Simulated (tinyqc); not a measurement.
Junction parameters from two forward currents.

Problem. D(v) = J1 (exp(v/Vt) - 1) + J2 (exp(v/(2 Vt)) - 1). Find J1, J2 and the voltage 2 Vt ln(J2/J1) near which both parts are equal.

Values chosen for this exercise:
```
symbol  value  unit      meaning
T         398     K  temperature
```

Constants: q = 1.602176634e-19 C, kB = 1.380649e-23 J/K, Vt = kB T/q. Results are converted to the units shown.

junction voltages (V): [0.29, 0.65]
currents (uA/um): [2.6618109e-6, 0.0014784297]

Solution. The current is linear in J1 and J2, so two points give two equations.

J1 = 5.70e-12 uA/um
J2 = 3.90e-8 uA/um
crossover = 0.606 V

tinyqc, about 0.2 s, one thread, Intel Xeon 2.30GHz (shared host): `OMP_NUM_THREADS=1 python tinyqc.py 2182226 2182227 out.jsonl`
